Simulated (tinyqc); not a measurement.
# Metal-interlayer-semiconductor contact, depinning against tunnelling resistance: what changes with what

Zero bias, n-type semiconductor. Gap states at the semiconductor surface thin out as exp(-be ti), which unpins the barrier; electrons must then cross the interlayer (a rectangular barrier, no voltage drop across it) and the parabolic depleted layer, both by WKB. Energies E are counted from the Fermi level; no image force, parabolic bands.

Inputs (values chosen for the exercise); semiconductor values close to those of 4H silicon carbide; interlayer mass of the order of that in strontium titanate, offset chosen freely: temperature T = 400 K; band gap Eg = 3.26 eV; relative permittivity eps_r = 9.99; electron affinity chi = 3.64 eV; conduction-band density of states at T Nc = 2.62e19 cm^-3; tunnelling mass in the semiconductor mt = 0.197 m0; Richardson mass mA = 0.357 m0; donor density Nd = 2.1e18 cm^-3; charge-neutrality level above the valence band E0 = 1.9 eV; pinning factor without interlayer S0 = 0.64; metal work function phiM = 3.85 eV; interlayer thickness ti = 1.8 nm; conduction-band offset of the interlayer above the semiconductor dE = 0.12 eV; tunnelling mass in the interlayer mi = 0.59 m0; decay constant of gap states through the interlayer be = 5.1 1/nm.

Constants: q = 1.602176634e-19 C, kB = 1.380649e-23 J/K, eps0 = 8.8541878128e-12 F/m, hbar = 1.054571817e-34 J s, h = 6.62607015e-34 J s, m0 = 9.1093837015e-31 kg, Vt = kB T/q, hbar^2/(2 m0) = 0.0380998212 eV nm^2. Results are converted to the units shown.

Each table varies one quantity; the others keep the values above.

## Contact resistivity against the interlayer thickness

S = 1/(1 + (1/S0 - 1) exp(-be ti)); phiB = S (phiM - chi) + (1 - S)(Eg - E0); xi = Ec - EF deep inside, from Nd = Nc F(-xi/Vt), F(x) = (2/sqrt(pi)) int_0^infinity sqrt(u) du/(1 + exp(u - x)); band bending U = phiB - xi; E00 = (hbar/2) sqrt(Nd/(eps0 eps_r mt m0)) in volts; A = 4 pi q mA m0 kB^2/h^3. With U = phiB - xi: for xi < E < phiB, y = (E - xi)/U and G1 = (U/E00) [sqrt(1 - y) - y ln((1 + sqrt(1 - y))/sqrt(y))], G1 = 0 above phiB; G2 = 2 ti sqrt(mi max(phiB + dE - E, 0)/C), C = hbar^2/(2 m0); f = 1/(1 + exp(E/Vt)); 1/rho_c = (A T^2/Vt^2) times the integral of exp(-G1 - G2) f over E from xi upwards. Shares under 0.001 % are printed as 0; rows without band bending are left out.

The same in every row: E00/Vt = 0.556.

Contact resistivity against the interlayer thickness:
```
ti (nm),S,phiB (eV),rho_c (ohm cm^2),rho_c with G2 = 0 (ohm cm^2),peak of the integrand (eV),share above phiB (%)
0,0.640,0.624,0.0140,0.0140,0.487,3.84
0.2,0.831,0.404,1.12e-4,5.58e-5,0.331,11.6
0.4,0.932,0.288,1.17e-5,3.33e-6,0.248,22.7
0.6,0.974,0.240,6.15e-6,1.05e-6,0.214,33.1
0.8,0.991,0.221,6.56e-6,6.84e-7,0.202,41.9
1,0.997,0.214,9.01e-6,5.85e-7,0.200,50.1
1.2,0.999,0.211,1.32e-5,5.53e-7,0.200,58.6
1.4,1.00,0.211,1.90e-5,5.42e-7,0.331,67.2
1.6,1.00,0.210,2.60e-5,5.38e-7,0.330,75.6
```

As ti goes from 0 to 1.6, phiB falls from 0.624 to 0.210 eV and rho_c goes from 0.0140 through a minimum of 6.15e-6 (at ti = 0.6 among the rows listed) to 2.60e-5 ohm cm^2. At ti = 0.6 nm rho_c is 2280 times lower than without interlayer: up to there the falling barrier gains more than tunnelling through the layer costs, beyond it the layer dominates. The ratio of rho_c to its value with G2 = 0 runs from 1.00 to 48.4.

## Contact resistivity against the metal work function

Same model as above.

The same in every row: S = 1.00; E00/Vt = 0.556.

Contact resistivity against the metal work function:
```
phiM (eV),phiB (eV),rho_c (ohm cm^2),rho_c with G2 = 0 (ohm cm^2),peak of the integrand (eV),share above phiB (%)
3.74,0.100,1.61e-6,6.82e-8,0.220,95.8
3.94,0.300,4.29e-4,4.41e-6,0.420,77.8
4.14,0.500,0.127,6.14e-4,0.620,69.5
4.34,0.700,37.9,0.0972,0.820,62.8
4.54,0.900,1.14e4,16.3,1.02,56.8
4.74,1.10,3.40e6,2.83e3,1.22,51.4
```

What does the table show?

As phiM goes from 3.74 to 4.74, phiB rises from 0.100 to 1.10 eV and rho_c rises from 1.61e-6 to 3.40e6 ohm cm^2. The ratio of rho_c to its value with G2 = 0 runs from 23.5 to 1200.

Program tinyqc, `OMP_NUM_THREADS=1 python tinyqc.py 2270020 2270021 out.jsonl`; Intel Xeon 2.30GHz, shared host, one thread, about 0.02 s.
